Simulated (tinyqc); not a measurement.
Long-channel MOSFET, surface-potential model: one step of the calculation.

n-channel transistor on a uniformly doped p-type body, gradual-channel approximation, constant mobility, Boltzmann statistics, full ionisation. Potentials are counted from the neutral body; V is the electron quasi-Fermi potential, Vsb at the source and Vsb + Vds at the drain. Charges are magnitudes per area.

Task. Surface potential at the source by Newton steps. With V = Vsb: G = psi - Vt + Vt e, e = exp((psi - 2 phiF - Vsb)/Vt); f = Vgs + Vsb - Vfb - psi - gamma sqrt(G); f' = -1 - gamma (1 + e)/(2 sqrt(G)); psi(new) = psi - f/f'.

Inputs (values chosen for the exercise); material values close to those of gallium arsenide:
- T = 300 K (temperature)
- Vfb = -0.42 V (flat-band voltage)
- Vsb = 0 V (source-body reverse bias)
- Vgs = 2.69 V (gate-source voltage)

Constants: q = 1.602176634e-19 C, kB = 1.380649e-23 J/K, Vt = kB T/q. Results are converted to the units shown.

psi at the start (the smaller of 2 phiF + Vsb + 4 Vt and the root without inversion charge) = 1.3689600 V
phiF = 0.69415388 V
gamma = 1.5022881 V^0.5

Find: G; f; f'; psi after iteration 1.

Result.

G = 1.355 V
f = -0.007909 V
f' = -1.950
psi after iteration 1 = 1.365 V

Numbers from tinyqc (`OMP_NUM_THREADS=1 python tinyqc.py 2360141 2360142 out.jsonl`; about 0.04 s on one thread of a shared Intel Xeon 2.30GHz).
